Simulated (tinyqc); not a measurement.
Global model of a low-pressure process discharge: electron temperature, density, ion flux and ion energy: one step, computed by the program tinyqc. Command: `OMP_NUM_THREADS=1 python tinyqc.py 3112566 3112567 out.jsonl plasma walk`. One thread of a shared host (Intel(R) Xeon(R) Processor @ 2.30GHz), about 0.01 s of CPU time with the checks.

Maxwellian electrons with temperature T_e in eV, one positive ion, no negative ions, uniform bulk density n; rate constants have the Arrhenius form.

Question. Geometry factors. n_g = p/(k_B T_g); lambda_i = 1/(n_g sigma); h_L = 0.86/sqrt(3 + L/(2 lambda_i)), h_R = 0.8/sqrt(4 + R/lambda_i); A_eff = 2 pi R^2 h_L + 2 pi R L h_R; d_eff = pi R^2 L/A_eff.

Inputs (values chosen for the exercise, of the order of those of an inductive discharge in a simple atomic gas):

| quantity | value | unit |
|---|---|---|
| ion-neutral cross section | 9e-19 | m^2 |
| pressure p | 1.6 | Pa |
| gas temperature T_g | 400 | K |
| radius R | 16 | cm |
| height L | 13 | cm |

Constants: k_B = 1.380649e-23 J/K.

Give: gas density n_g; ion mean free path; h_L; h_R; A_eff; d_eff.

Answer.

gas density n_g = 2.897e+20 1/m^3

ion mean free path = 0.3835 cm

h_L = 0.1925

h_R = 0.1183

A_eff = 464.3 cm^2

d_eff = 22.52 cm
